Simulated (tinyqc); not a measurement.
MOSFET in saturation, small-signal circuit and noise: one step of the calculation.

Bias by the inversion coefficient IC = I/Ispec (charge-based model with velocity saturation; weak inversion below 0.1, strong above 10). Common-source circuit: gm, gds, Cgs, Cgd and Cj at the inner nodes, Rg in series with the gate; quasi-static, no source or drain resistance, no gate-body capacitance, no substrate network, no induced gate noise, so fmax is an upper estimate.

Task. Current, transconductance and gain. Ispec = 2 n mu Cox (W/L) Vt^2, lc = Ls/L, gms = [sqrt((lc IC + 1)^2 + 4 IC) - 1]/[2 + lc (lc IC + 1)], gm = gms Ispec/(n Vt), gds = sg gm.

Values chosen for this exercise: temperature T = 300 K; gate length L = 40 nm; total gate width W = 5 um; gate capacitance Cox = 1.9 uF/cm^2; mobility mu = 210 cm^2/(V s); slope factor n = 1.3; velocity-saturation length Ls = 25 nm; ratio gds/gm sg = 0.13; inversion coefficient IC = 17.

Constants: q = 1.602176634e-19 C, kB = 1.380649e-23 J/K, Vt = kB T/q. Results are converted to the units shown.

Find: Ispec; I; gms; gm; gds; gm/I.

Result.

Ispec = 86.67 uA
I = 1473 uA
gms = 1.430
gm = 3.688 mS
gds = 0.4795 mS
gm/I = 2.503 1/V

Numbers from tinyqc (`OMP_NUM_THREADS=1 python tinyqc.py 2150125 2150126 out.jsonl`; about 0.01 s on one thread of a shared Intel Xeon 2.30GHz).
